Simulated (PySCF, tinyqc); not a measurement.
MP2 on RHF in the sto-3g basis, for H4, spin multiplicity 1, step by step. The lowest restricted solution is unstable here: a spin-polarised one lies 0.0455 hartree lower (PySCF). One step of it, computed by the program tinyqc.

Task: Iteration 9 (converged): orbitals. Diagonalise F' = X^T F X, C = X C', fill 2 alpha and 2 beta electrons from the bottom; D = 2 C_occ C_occ^T. Each column has its largest component positive (the first on a tie).

converged F (hartree), order 1H 1s, 2H 1s, 3H 1s, 4H 1s:
$$\begin{pmatrix}
-0.173647 & -0.364615 & -0.093406 & 0.020636 \\
-0.364615 & -0.263340 & -0.353584 & -0.093406 \\
-0.093406 & -0.353584 & -0.263340 & -0.364615 \\
0.020636 & -0.093406 & -0.364615 & -0.173647
\end{pmatrix}$$

X, order 1H 1s, 2H 1s, 3H 1s, 4H 1s:
$$\begin{pmatrix}
1.053676 & -0.205905 & 0.037206 & -0.004679 \\
-0.205905 & 1.145620 & -0.272243 & 0.037206 \\
0.037206 & -0.272243 & 1.145620 & -0.205905 \\
-0.004679 & 0.037206 & -0.205905 & 1.053676
\end{pmatrix}$$

Give: F' = X^T F X; orbital energies; coefficients C; D after iteration 9.

Result:

F' = X^T F X (hartree):
$$\begin{pmatrix}
-0.0483 & -0.3594 & 0.0447 & 0.0244 \\
-0.3594 & 0.0085 & -0.3484 & 0.0447 \\
0.0447 & -0.3484 & 0.0085 & -0.3594 \\
0.0244 & 0.0447 & -0.3594 & -0.0483
\end{pmatrix}$$

orbital energies (hartree): MO1 -0.5341, MO2 -0.3156, MO3 0.1703, MO4 0.5998

coefficients C, order 1H 1s, 2H 1s, 3H 1s, 4H 1s:
$$\begin{pmatrix}
0.2878 & 0.5529 & 0.6940 & -0.5328 \\
0.4630 & 0.3691 & -0.4257 & 0.9479 \\
0.4630 & -0.3691 & -0.4257 & -0.9479 \\
0.2878 & -0.5529 & 0.6940 & 0.5328
\end{pmatrix}$$

D after iteration 9, order 1H 1s, 2H 1s, 3H 1s, 4H 1s:
$$\begin{pmatrix}
0.7771 & 0.6747 & -0.1416 & -0.4457 \\
0.6747 & 0.7012 & 0.1563 & -0.1416 \\
-0.1416 & 0.1563 & 0.7012 & 0.6747 \\
-0.4457 & -0.1416 & 0.6747 & 0.7771
\end{pmatrix}$$
